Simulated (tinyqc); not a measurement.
## Permittivity and interface capacitance from two thicknesses

Inverse problem. 1/C = t/(eps0 ek) + 2/ci for planar capacitors that differ only in thickness. Find ek, ci and the EOT of the interfaces, 2 x 3.9 eps0/ci.

Constants: eps0 = 8.8541878128e-14 F/cm where lengths are in cm. Results are converted to the units shown.

C at t = 13 and 40 nm (uF/cm^2): 0.50206113  0.16359634

Answer. 1/C is a straight line in t: the slope gives ek and the intercept 2/ci. A single thickness would give only the effective permittivity; when the interfaces are a small part of 1/C, ci needs very accurate data.

ek = 7.40
ci = 260 uF/cm^2
EOT of the interfaces = 0.0266 nm

tinyqc, about 0.01 s, one thread, Intel Xeon 2.30GHz (shared host): `OMP_NUM_THREADS=1 python tinyqc.py 2102155 2102156 out.jsonl`
